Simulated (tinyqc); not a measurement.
# Short-channel transistor, virtual-source model with series resistance: what changes with what

The current per gate width is the charge at the top of the source barrier (the virtual source) times its velocity times a saturation function; al and be are fitting constants of the model. Units: I in uA/um, Rs in ohm um, so I Rs = 1e-6 I Rs in volts; Q in uC/cm^2, so I = 1e-4 Q vx0 Fsat with vx0 in cm/s.

Inputs (values chosen for the exercise):
```
symbol,value,unit,meaning
T,300,K,temperature
Cinv,3.22,uF/cm^2,inversion capacitance
vx0,3.72e7,cm/s,velocity at the virtual source
mu,130,cm^2/(V s),apparent mobility
L,16,nm,channel length
VT0,0.293,V,threshold at zero drain voltage
dl,0.079,V/V,drain-induced barrier lowering
n0,1.21,,subthreshold factor
nd,0,1/V,growth of n with drain voltage
al,3.5,,threshold shift (in units of Vt) from weak to strong inversion
be,1.6,,sharpness of saturation
Rs,150,ohm um,series resistance of each contact
```

Constants: q = 1.602176634e-19 C, kB = 1.380649e-23 J/K, Vt = kB T/q. Results are converted to the units shown.

Each table varies one quantity; the others keep the values above.

## Effect of the drain-induced barrier lowering on the on and off currents

Intrinsic voltages Vg' = Vgs - I Rs, Vd' = Vds - 2 I Rs. n = n0 + nd Vd', VT = VT0 - dl Vd', Ff = 1/(1 + exp((Vg' - VT + al Vt/2)/(al Vt))), Q = Cinv n Vt ln(1 + exp((Vg' - VT + al Vt Ff)/(n Vt))), Vdsat = (vx0 L/mu)(1 - Ff) + Vt Ff, Fsat = u/(1 + u^be)^(1/be) with u = Vd'/Vdsat, and I = Q vx0 Fsat per width. I is solved self-consistently. Ion is I at Vgs = Vds = 0.5 V, Ioff at Vgs = 0, Vds = 0.5 V, and Rlin = Vds/I at Vgs = 0.5 V, Vds = 0.05 V.

Results:
```
dl (V/V)  Ion (uA/um)  Ioff (nA/um)  log10(Ion/Ioff)  Rlin (ohm um)
0              735.43        475.62           3.1893         481.71
0.04           758.16        861.03           2.9447         481.18
0.08           779.32        1541.2           2.7038         480.64
0.12           799.08        2719.4           2.4681         480.11
0.16           817.58        4710.8           2.2394         479.59
0.2            834.96        7970.8           2.0202         479.07
0.28           866.75         20740           1.6211         478.04
```

Estimate the missing row, dl = 0.24 V/V.

Computed row:
```
dl (V/V)  Ion (uA/um)  Ioff (nA/um)  log10(Ion/Ioff)  Rlin (ohm um)
0.24           851.31         13092           1.8131         478.55
```

With this row back in the table: As dl goes from 0 to 0.28 V/V, Ion rises from 735 to 867 uA/um, Ioff rises from 476 to 20700 nA/um and Rlin falls from 482 to 478 ohm um. Ion changes by a factor of 1.18 and Ioff by 43.6. The off current depends on it through an exponential, the on current about linearly. For dl = 0.08 to 0.28 V/V the off current passes 1 uA/um, so the device is hardly off at Vgs = 0.

## Effect of the channel length on the on and off currents

Same model as above.

mu, vx0, VT0, dl and n0 are held fixed.

Effect of the channel length on the on and off currents:
```
L (nm)  Ion (uA/um)  Ioff (nA/um)  log10(Ion/Ioff)  Rlin (ohm um)
10            868.9          1532            2.754          414.7
15            792.4          1521            2.717          469.7
24            686.6          1500            2.661          567.4
36            586.2          1467            2.601          695.9
55            479.2          1409            2.532          897.5
85            374.6          1310            2.456           1214
130           283.8          1164            2.387           1686
200           207.0         968.5            2.330           2418
```

What does the table show?

As L goes from 10 to 200 nm, Ion falls from 869 to 207 uA/um, Ioff falls from 1530 to 969 nA/um and Rlin rises from 415 to 2420 ohm um. Ion changes by a factor of 0.238 and Ioff by 0.632. For L = 10 to 130 nm the off current passes 1 uA/um, so the device is hardly off at Vgs = 0. At L = 200 nm the channel is long for this model, whose fixed vx0 belongs to short devices.

## Effect of the apparent mobility on the on and off currents

Same model as above.

Effect of the apparent mobility on the on and off currents:
```
mu (cm^2/(V s))  Ion (uA/um)  Ioff (nA/um)  log10(Ion/Ioff)  Rlin (ohm um)
50                     549.6          1451            2.578          755.5
85                     681.9          1499            2.658          572.5
140                    794.4          1522            2.718          468.2
240                    892.0          1534            2.764          399.8
410                    959.9          1540            2.795          359.4
700                     1001          1544            2.812          335.4
1200                    1024          1546            2.821          321.1
2000                    1035          1546            2.825          313.1
```

As mu goes from 50 to 2000 cm^2/(V s), Ion rises from 550 to 1030 uA/um, Ioff rises from 1450 to 1550 nA/um and Rlin falls from 756 to 313 ohm um. Ion changes by a factor of 1.88 and Ioff by 1.07. In every row the off current passes 1 uA/um, so the device is hardly off at Vgs = 0.

Numbers from tinyqc (`OMP_NUM_THREADS=1 python tinyqc.py 2380003 2380004 out.jsonl`; about 0.01 s on one thread of a shared Intel Xeon 2.30GHz).
